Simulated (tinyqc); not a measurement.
# Inputs raised by 10 %, one at a time

Model: lateral field, substrate current, probability of reaching the oxide barrier and hot-carrier lifetime of a silicon transistor (pseudo-two-dimensional and lucky-electron models). Computed by tinyqc, a small Python program. Command: `OMP_NUM_THREADS=1 python tinyqc.py 3031426 3031427 out.jsonl hotcar sens`. One thread of a shared host (Intel(R) Xeon(R) Processor @ 2.30GHz), about 0.01 s of CPU time with the checks.

Local-field models: a lucky carrier gains its energy at the peak field over a path free of collisions. Voltages are magnitudes.

Inputs (values chosen for the exercise, modelled on a silicon n-channel):
```
quantity,value,unit
channel length L,310,nm
oxide thickness t,5.2,nm
junction depth x_j,90,nm
mobility mu,310,cm^2/(V s)
saturation velocity v_s,0.84,1e7 cm/s
threshold voltage V_T,0.52,V
gate voltage V_G,1.5,V
drain voltage V_D,2.2,V
ionisation prefactor A_i,1.9e+06,1/cm
ionisation field B_i,1.74,MV/cm
hot-carrier mean free path lambda,7.6,nm
oxide barrier phi_b,3.1,eV
interface-trap threshold phi_it,3.8,eV
lifetime constant H,30,s microampere/micrometre
```

Drain: abrupt.

Constants: eps_0 = 8.8541878128e-12 F/m.

Method:
- C_ox = 3.9 eps_0/t; F_sat = 2 v_s/mu; V_Dsat = V_ov F_sat L/(V_ov + F_sat L), V_ov = V_G - V_T; I_D/W = C_ox v_s (V_ov - V_Dsat).
- Scale length l = 0.22 t^(1/3) x_j^(1/2) (all in cm); F_m = sqrt(((V_D - V_Dsat)/l_e)^2 + F_sat^2), with l_e = l; length of the velocity-saturated region l_e ln((V_D - V_Dsat)/(l_e F_sat) + F_m/F_sat).
- Substrate current I_sub/I_D = (A_i/B_i)(V_D - V_Dsat) exp(-B_i/F_m); probability of reaching the oxide barrier exp(-phi_b/(e lambda F_m)); lifetime tau = (H/(I_D/W)) exp(phi_it/(e lambda F_m)).
- V_10 solves tau = 3.156e8 s at the given V_G. The extrapolation fits ln(tau) against 1/V_D at 1, 1.08, 1.16 and 1.25 times the given V_D (rounded to 3 digits) by least squares and reads off the same tau.

Runs:
```
input moved,from,to,peak field F_m (kV/cm),substrate current I_sub/W (microampere/micrometre),drain current I_D/W (microampere/micrometre),ten-year drain voltage V_10 (V)
base run,-,-,302.8,1.110,201.4,1.821
channel length L (nm),310,341,298.8,0.954,189.4,1.846
oxide thickness t (nm),5.2,5.72,293.6,0.844,183.1,1.865
gate voltage V_G (V),1.5,1.65,292.3,1.096,253.5,1.864
ionisation field B_i (MV/cm),1.74,1.914,302.8,0.568,201.4,1.821
hot-carrier mean free path lambda (nm),7.6,8.36,302.8,1.110,201.4,1.705
mobility mu (cm^2/(V s)),310,341,306.0,1.270,213.7,1.801
threshold voltage V_T (V),0.52,0.572,306.7,1.108,184.2,1.805
```

Exponents ln(y'/y) / ln(x'/x):
```
input,peak field F_m,substrate current I_sub/W,drain current I_D/W,ten-year drain voltage V_10
channel length L,-0.139,-1.588,-0.643,0.144
oxide thickness t,-0.322,-2.881,-1.000,0.254
gate voltage V_G,-0.370,-0.134,2.413,0.246
ionisation field B_i,0.000,-7.029,0.000,0.000
hot-carrier mean free path lambda,0.000,0.000,0.000,-0.690
mobility mu,0.112,1.405,0.620,-0.113
threshold voltage V_T,0.135,-0.026,-0.937,-0.092
```

Among the inputs moved here: peak field F_m answers most in size to gate voltage V_G (exponent -0.370), next to oxide thickness t (-0.322); its exponent is below 0.0005 for ionisation field B_i, hot-carrier mean free path lambda. Its exponent -0.322 in oxide thickness t: l grows as t^(1/3). Substrate current I_sub/W answers most in size to ionisation field B_i (exponent -7.029), next to oxide thickness t (-2.881); its exponent is below 0.0005 for hot-carrier mean free path lambda. Drain current I_D/W answers most in size to gate voltage V_G (exponent +2.413), next to oxide thickness t (-1.000); its exponent is below 0.0005 for ionisation field B_i, hot-carrier mean free path lambda. Its exponent -1.000 in oxide thickness t: the current follows C_ox. Ten-year drain voltage V_10 answers most in size to hot-carrier mean free path lambda (exponent -0.690), next to oxide thickness t (+0.254); its exponent is below 0.0005 for ionisation field B_i.

Caution (all rows): the empirical formula for l was fitted to oxides of about 15 nm or more; for thinner ones it is an extrapolation. Caution (all rows): e V_D is below phi_b or phi_it, so the available energy, not the field, limits hot carriers, and the lucky-electron formulas overstate them.

Extremes, crossings and ranges named in words are read from the listed rows.
